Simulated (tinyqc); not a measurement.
What moves the results: donor near an oxide interface in a gate field (two-state model). A value that a table varies takes the place of the one given here.

Interface at z = 0 (hard wall), donor at z = d, field F pulling electrons to the interface: potential e F z; 1 kV/cm = 1e-5 eV/angstrom, c = hbar^2/2m0, q = e^2/(4 pi eps0), Q = (eps - eo)/(eps + eo). Donor state: E_D = e F d - ED - q Q/(4 eps d), the last term joining the images of ion and electron. Interface state: z exp(-b z/2) exp(-rho^2/(2 L^2)) with E_z = c b^2/(4 mz) + 3 e F/b + q Q b/(8 eps), minimised over b; in the plane at z = 3/b the ion (distance D = d - 3/b) and its image (D' = d + 3/b) give E_rho = c/(mt L^2) - (q/eps)(sqrt(pi)/L)[erfcx(D/L) + Q erfcx(D'/L)], erfcx(x) = exp(x^2) erfc(x), minimised over L. E_I = E_z + E_rho.

The two states couple by t = t0 exp(-D/aD) with t0 = q/(eps aD) (2 aD/L) sqrt(aD b/2) v, v a valley factor; this form is an estimate. With detuning u = E_D - E_I the splitting is sqrt(u^2 + 4 t^2) and the lower state has weight (1 - u/sqrt(u^2 + 4 t^2))/2 on the donor.

Constants: hbar^2/2m0 = 3.80998211 eV angstrom^2; e^2/(4 pi eps0) = 14.39964547 eV angstrom.

Inputs chosen for the exercise (near those of a donor in Si below SiO2, static dielectric constants; the results hold for these values, not for the real material):
- d = 100 angstrom (depth of the donor)
- ED = 43.2 meV (bulk binding energy)
- mz = 0.911 m0 (mass across the interface)
- mt = 0.192 m0 (mass in the plane)
- eps = 11.2 (dielectric constant of the semiconductor)
- eo = 3.9 (dielectric constant of the oxide)
- aD = 18.9 angstrom (donor radius)
- v = 0.35 (valley factor)
- Fl = (60.552, 65.41, 67.354, 68.326, 69.297, 71.241, 76.1) kV/cm (fields)
- dl = (65, 90, 120, 155, 200, 250) angstrom (depths)

## Sweeping the field

Both levels, the splitting, the donor weight and the mean depth w d + (1 - w) 3/b.

Results:
```
F (kV/cm)  E_D (meV)  E_I (meV)  splitting (meV)  donor weight  mean depth (angstrom)
60.552        15.798     20.718             4.97         0.995                   99.7
65.410        20.656     22.519             1.98         0.971                   98.1
67.354        22.600     23.223            0.898         0.847                   89.9
68.326        23.572     23.572            0.642         0.500                   67.0
69.297        24.543     23.918            0.892         0.150                   43.7
71.241        26.487     24.605             1.98         0.026                   35.1
76.100        31.346     26.286             5.10         0.004                   32.9
```

E_D rises by 1.00 and E_I by 0.36 meV per kV/cm, so they cross once, near 68.3 kV/cm, where the splitting is 2t = 0.642 meV. The donor weight passes from 0.85 to 0.15 while the detuning goes from -2t to 2t, a window of 2 kV/cm or 2.9 % of the field; across the table the charge moves by 67 angstrom.

## Depth of the donor

Critical field, and the coupling, E_rho and L at that field.

Results:
```
d (angstrom)  critical field (kV/cm)  e F d/ED  t (meV)  E_rho (meV)  L (angstrom)
65                             120.1     1.807      2.2       -21.47            57
90                              78.1     1.627     0.55       -16.10            72
120                             54.5     1.514     0.11       -12.43            89
155                             40.0     1.436    0.017        -9.85           106
200                             29.7     1.374   0.0016        -7.80           128
250                             22.9     1.328  0.00012        -6.35           150
```

The critical field falls from 120 to 23 kV/cm, with exponent -1.23 in d, while t drops by a factor 1.8e+04, about e for each 19 angstrom at the end (aD = 18.9). One lattice plane (1.36 angstrom) of misplacement changes t by 7 % and the critical field by about 1.4 % at 120 angstrom.

## What each parameter does

Critical field (E_D = E_I), and t and L there. Each row changes one parameter from the base and keeps the others.

Results:
```
case                critical field (kV/cm)  t (meV)  L (angstrom)
base                                  68.3    0.321          77.8
d = 90 angstrom                       78.1    0.552          72.1
ED = 49.2 meV                         77.5    0.300          78.6
aD = 20.8 angstrom                    68.3    0.463          77.8
mz = 0.774 m0                         70.3    0.338          77.2
mt = 0.221 m0                         67.6    0.342          73.5
eo = 5.8                              66.2    0.303          79.7
eps = 11.9                            69.5    0.292          79.7
```

The largest shifts from the base row, up to three for each result and ties (the steps differ in size, so this ranks the rows, not the parameters). critical field (kV/cm): d +9.8, ED +9.2, eo -2.1; unchanged at the printed digits by aD. t (meV): d +0.231, aD +0.142, eps -0.0290. L (angstrom): d -5.6, mt -4.3, eo +1.9, eps +1.9; unchanged at the printed digits by aD.

tinyqc: `OMP_NUM_THREADS=1 python tinyqc.py 1281472 1281473 out.jsonl`; about 0.1 s, one thread, shared Intel(R) Xeon(R) Processor @ 2.30GHz.
